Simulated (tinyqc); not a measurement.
Choosing the metal: Schottky barrier with interface states (Cowley-Sze model), image lowering and contact resistance. Computed by tinyqc, a small Python program. Command: `OMP_NUM_THREADS=1 python tinyqc.py 3019540 3019541 out.jsonl pinning walk`. One thread of a shared host (Intel(R) Xeon(R) Processor @ 2.30GHz), about 0.01 s of CPU time with the checks.

An n-type semiconductor under a metal. The barrier lies between the Schottky-Mott limit phi_M - chi and the Bardeen limit E_g - E_n, E_n being the neutrality level of the interface states; the space-charge term of the full Cowley-Sze expression is left out.

Inputs (values chosen for the exercise, with gap, mass and screening modelled on ZnSe):

| quantity | value | unit |
|---|---|---|
| gap E_g | 2.76 | eV |
| electron affinity chi | 4.03 | eV |
| metal work function phi_M | 4.19 | eV |
| neutrality level E_n above the valence band | 0.454 | eV |
| optical dielectric constant eps_opt | 5.77 | - |
| dielectric constant eps_s | 9.08 | - |
| electron mass m_e | 0.156 | m_0 |
| valleys M_c | 1 | - |
| donor density N | 2.5e+17 | cm^-3 |
| temperature T | 200 | K |

Pinning factor from: Moench relation.

Constants: k_B = 8.617333262e-05 eV/K; hbar = 1.054571817e-34 J s; m_0 = 9.1093837015e-31 kg; eps_0 = 8.8541878128e-12 F/m; e = 1.602176634e-19 C; k_B = 1.380649e-23 J/K; h = 6.62607015e-34 J s.

Method:
- S = 1/(1 + 0.1 (eps_opt - 1)^2), an empirical relation for metal-induced gap states.
- phi_B = S (phi_M - chi) + (1 - S)(E_g - E_n); the hole barrier is E_g - phi_B.
- A* = 4 pi e m_e M_c k_B^2/h^3 (a simple valley count); J_s = A* T^2 exp(-phi/k_B T).
- E_00 = (e hbar/2) sqrt(N/(m_e eps_s eps_0)), E_0 = E_00 coth(E_00/k_B T); scaling form of the contact resistivity rho_c = (k_B/(e A* T)) exp(phi_B/E_0), which is the thermionic result when E_00 << k_B T and keeps only the leading exponential of tunnelling when E_00 >> k_B T; image lowering is left out of it.

pinning factor S = 0.305316

Bardeen barrier = 2.306 eV

E_0 = 0.0183956 eV

Against work function:

| phi_M (eV) | Schottky-Mott (eV) | phi_B (eV) | J_0 (A/cm^2) | rho_c (ohm cm^2) |
|---|---|---|---|---|
| 4.03 | 0.00 | 1.6019 | 3.2201e-35 | 1.5171e+30 |
| 4.26 | 0.23 | 1.6722 | 5.4744e-37 | 6.9003e+31 |
| 4.49 | 0.46 | 1.7424 | 9.3069e-39 | 3.1386e+33 |
| 4.72 | 0.69 | 1.8126 | 1.5822e-40 | 1.4276e+35 |
| 4.94 | 0.91 | 1.8798 | 3.2112e-42 | 5.5002e+36 |
| 5.17 | 1.14 | 1.9500 | 5.4592e-44 | 2.5017e+38 |
| 5.40 | 1.37 | 2.0202 | 9.2810e-46 | 1.1379e+40 |
| 5.63 | 1.60 | 2.0904 | 1.5778e-47 | 5.1757e+41 |

A span of 1.60 eV in work function moves the barrier by 0.489 eV (slope S = 0.305) and rho_c by 11.5 decades. The barrier equals its Schottky-Mott value only at phi_M = chi + E_g - E_n = 6.34 eV, where the interface states are neutral (beyond the work function of any metal).
